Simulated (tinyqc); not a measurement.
Metal gate on a two-layer dielectric stack with fixed charge and a dipole: two steps of the calculation.

Gate, layer 2, layer 1, p-type semiconductor; x runs from the gate inwards. Charges are counted in units of +q. psi is the band bending at the surface, positive towards inversion. Classical charge, Boltzmann statistics, no interface traps.

Values chosen for this exercise; band and dielectric values close to those of silicon, layer 1 close to silicon nitride, layer 2 close to aluminium oxide:
- T = 300 K (temperature)
- Eg = 1.1 eV (band gap)
- eps_r = 11.7 (relative permittivity)
- Nc = 2.82e19 cm^-3 (conduction-band density of states at T)
- Nv = 2.67e19 cm^-3 (valence-band density of states at T)
- chi = 4.09 eV (electron affinity)
- Na = 1.3e18 cm^-3 (acceptor density)
- pM = 4.3 eV (work function of the gate metal)
- t1 = 1.3 nm (thickness of layer 1, next to the semiconductor)
- e1 = 7.62 (relative permittivity of layer 1)
- t2 = 1.7 nm (thickness of layer 2, next to the gate)
- e2 = 9.22 (relative permittivity of layer 2)

Constants: q = 1.602176634e-19 C, kB = 1.380649e-23 J/K, Vt = kB T/q, eps0 = 8.8541878128e-14 F/cm where lengths are in cm. Results are converted to the units shown.

Problem 1. Equivalent thickness and work-function difference. EOT = 3.9 (t1/e1 + t2/e2), Cox = eps0/(t1/e1 + t2/e2); phi_ms = pM - (chi + Eg - Vt ln(Nv/Na)).

Find: EOT; Cox; share of layer 1 in the EOT; phi_ms.

Solution 1.

EOT = 1.384 nm
Cox = 2.494 uF/cm^2
share of layer 1 in the EOT = 48.06 %
phi_ms = -0.8119 V

Problem 2. Threshold voltage. ni = sqrt(Nc Nv) exp(-Eg/(2 Vt)), Eg in volts, pB = Vt ln(Na/ni), Vth = Vfb + 2 pB + sqrt(4 q eps0 eps_r Na pB)/Cox.

Vfb = -0.80943309 V
Cox = 2.4942396 uF/cm^2

Give: ni; pB; depletion charge; Vth.

Solution 2.

ni = 1.580e10 cm^-3
pB = 0.4712 V
depletion charge = 0.6377 uC/cm^2
Vth = 0.3886 V

Program tinyqc, `OMP_NUM_THREADS=1 python tinyqc.py 2010099 2010100 out.jsonl`; Intel Xeon 2.30GHz, shared host, one thread, about 0.01 s.
